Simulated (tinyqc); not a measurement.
Photoconductance decay in a wafer: bulk and surface recombination modes, and iron detection by pair splitting: one step, computed by the program tinyqc.

Both faces of the wafer have the same S; injection is low and all coefficients are constant. x runs from -W/2 to W/2.

Problem. Effective lifetime. Even modes cos(a x) obey b tan b = S W/(2 D) with b = a W/2, odd modes sin(a x) obey -b cot b = S W/(2 D); each decays at the rate 1/tau_b + D a^2. tau_eff is the decay time of the first mode. The surface time is 1/(D a^2) of that mode; shortcuts for it are W/(2 S), W^2/(pi^2 D) and their sum, whose error is sum/surface time - 1.

Inputs (values chosen for the exercise, modelled on p-type silicon):
```
quantity,value,unit
thickness W,300,micrometre
diffusivity D,26.6,cm^2/s
bulk lifetime tau_b without iron,1200,microsecond
surface recombination velocity S,22,cm/s
```

Give: tau_eff; surface time; W/(2 S); W^2/(pi^2 D); error of the sum; tau_eff/tau_b.

Solution.

tau_eff = 435.9 microsecond

surface time = 684.6 microsecond

W/(2 S) = 681.8 microsecond

W^2/(pi^2 D) = 3.428 microsecond

error of the sum = 0.08856 %

tau_eff/tau_b = 0.3633

The surfaces are slow against diffusion, so W/(2 S) is the larger part. tau_eff is only 0.36 of tau_b, so it understates the bulk lifetime.
